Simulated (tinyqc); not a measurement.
Plane-averaged potentials: correction of a charged-defect supercell by a model charge and potential alignment (plane-averaged potentials). Computed by tinyqc, a small Python program. Command: `OMP_NUM_THREADS=1 python tinyqc.py 3111491 3111492 out.jsonl align walk`. One thread of a shared host (Intel(R) Xeon(R) Processor @ 2.30GHz), about 0.01 s of CPU time with the checks.

The "true" defect charge is (1 - x) q in a Gaussian of width sigma plus x q in one of width sigma_t, so the exact answer is known; the correction sees only a single model Gaussian of width sigma_m. A Gaussian of width s has the transform rho(G) = exp(-G^2 s^2/2), normalised to 1. A uniform background cancels q, so G = 0 is left out. Potentials are those felt by a unit positive charge. E_0 is the formation energy of the isolated defect, E_cell its value in the supercell, E_lat = E_iso - E_per of the model charge, C the true less the model potential far from the defect; the exact correction is E_0 - E_cell, and the error of a scheme is E_cell plus its correction less E_0.

Inputs (values chosen for the exercise, with screening close to that of silicon):

| quantity | value | unit |
|---|---|---|
| defect charge q | -2 | e |
| dielectric constant eps | 12.1 | - |
| edge of the cubic cell L | 16.1 | angstrom |
| width sigma of the true defect charge | 1.5 | angstrom |
| width sigma_m of the model charge | 1.1 | angstrom |
| share x of the charge in a wide tail | 0.28 | - |
| width sigma_t of the tail | 2.7 | angstrom |

Constants: e^2/(4 pi eps_0) = 14.39964548 eV angstrom.

Method. Plane-averaged potential at distance z from the defect: V(z) = (4 pi q/(eps L^3)) (e^2/(4 pi eps_0 e)) sum_(m != 0) rho(G_m) cos(G_m z)/G_m^2, G_m = 2 pi m/L, |m| <= 40.

Potentials (V):

| z/L | z (angstrom) | true | model | difference |
|---|---|---|---|---|
| 0.00 | 0.000 | -0.083414 | -0.10851 | 0.025096 |
| 0.05 | 0.805 | -0.077209 | -0.09785 | 0.020639 |
| 0.10 | 1.610 | -0.060518 | -0.07151 | 0.010991 |
| 0.15 | 2.415 | -0.037821 | -0.04009 | 0.002267 |
| 0.20 | 3.220 | -0.013635 | -0.01047 | -0.003170 |
| 0.25 | 4.025 | 0.008982 | 0.01502 | -0.006037 |
| 0.30 | 4.830 | 0.028433 | 0.03591 | -0.007482 |
| 0.35 | 5.635 | 0.043974 | 0.05217 | -0.008195 |
| 0.40 | 6.440 | 0.055249 | 0.06378 | -0.008532 |
| 0.45 | 7.245 | 0.062073 | 0.07075 | -0.008674 |
| 0.50 | 8.050 | 0.064357 | 0.07307 | -0.008713 |

What does the comparison show, and why?

The difference moves by 0.18 mV between z/L = 0.4 and 0.5: a plateau.
